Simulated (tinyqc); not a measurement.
Changing the single-ion anisotropy K: Heisenberg magnet: exchange from energy differences, ordering vector, linear spin waves and ordering temperature. Computed by tinyqc, a small Python program. Command: `OMP_NUM_THREADS=1 python tinyqc.py 3028409 3028410 out.jsonl magnon sweep`. One thread of a shared host (Intel(R) Xeon(R) Processor @ 2.30GHz), about 0.2 s of CPU time with the checks.

H = -sum over pairs <ij> J_ij S_i.S_j - K sum_i (S_i^z)^2, each pair once, J > 0 ferromagnetic. First neighbours: 4 at a (1, 0), second: 4 at a (1, 1), with all permutations and signs.

Inputs (values chosen for the exercise, for a model magnet):

| quantity | value | unit |
|---|---|---|
| exchange J1 | 0.763 | meV |
| exchange J2 | -0.083 | meV |
| spin S | 2 | - |
| lattice constant a | 4.48 | angstrom |
| mesh divisions n | 60 | - |
| temperature T | 19 | K |

Lattice: square. Order: ferromagnetic.

Constants: k_B = 8.617333262e-05 eV/K.

Method:
- g_s(q) = sum over shell s of cos(q.R), z1 = g1(0). E(q) = S [J(0) - J(q)] + (2S - 1) K, J(q) = J1 g1 + J2 g2. The factor 2S - 1 removes the anisotropy for S = 1/2.
- sum R_x^2 over the shells is s1 = 2 a^2 and s2 = 4 a^2. E = gap + D q^2 with D = (S/2)(J1 s1 + J2 s2) and gap = (2S - 1) K.
- J(q) = J1 g1(q) + J2 g2(q), g_s(q) = sum over shell s of cos(q.R).
- Mesh: q = sum_i (m_i + 1/2)/n b_i, m_i = 0..n-1, b = [[1, 0], [0, 1]] in 2 pi/a; <..> is the mean over the mesh.
- n = 1/(exp(E/(k_B T)) - 1); no zero-point loss; thermal loss <n>; moment = S less the losses.

One run for each value:

| single-ion anisotropy K (meV) | gap (meV) | thermal loss | zero-point loss |
|---|---|---|---|
| 0.0015 | 0.0045 | 0.66521 | 0 |
| 0.0032 | 0.0096 | 0.59178 | 0 |
| 0.0066 | 0.0198 | 0.51440 | 0 |
| 0.0140 | 0.0420 | 0.43232 | 0 |
| 0.0590 | 0.1770 | 0.27563 | 0 |
| 0.1200 | 0.3600 | 0.20000 | 0 |
| 0.2500 | 0.7500 | 0.12608 | 0 |

Give the missing row, single-ion anisotropy K (meV) = 0.0280.

Computed row:
```
single-ion anisotropy K (meV)  gap (meV)  thermal loss  zero-point loss
0.0280                            0.0840       0.35659                0
```

Interpolating between the two neighbouring rows (the first column on a logarithmic scale, the others too where they are positive) misses most in thermal loss, by 2.4 %. Over the rows, gap (meV) rises from 0.00450 to 0.750 (exponent d ln y / d ln x about 1.0 throughout); thermal loss falls from 0.665 to 0.126 (exponent d ln y / d ln x -0.15 between the first rows and -0.63 between the last); zero-point loss does not change. The exponent of gap stays at 1: the gap of a ferromagnet is proportional to K.

Caution (rows 0.00150, 0.00320, 0.00660, 0.0140, 0.0280): with so many magnons their interaction matters and linear theory fails.
